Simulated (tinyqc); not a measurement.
Polarisation charge from two barrier thicknesses.

Inverse problem. VT = phiB - dEc - q sigma d/(eps0 eps_r). Find sigma, phiB - dEc and the thickness at which VT = 0.

Inputs (values chosen for the exercise):
- eps_r = 9.5 (relative permittivity of barrier and channel)

Constants: q = 1.602176634e-19 C, eps0 = 8.8541878128e-14 F/cm where lengths are in cm. Results are converted to the units shown.

VT for d = 18 and 24 nm (V): -2.2355242  -3.2597923

Answer. VT is linear in d.

sigma = 8.962e12 cm^-2
phiB - dEc = 0.8373 V
thickness for VT = 0 = 4.905 nm

Numbers from tinyqc (`OMP_NUM_THREADS=1 python tinyqc.py 2570053 2570054 out.jsonl`; about 0.01 s on one thread of a shared Intel Xeon 2.30GHz).
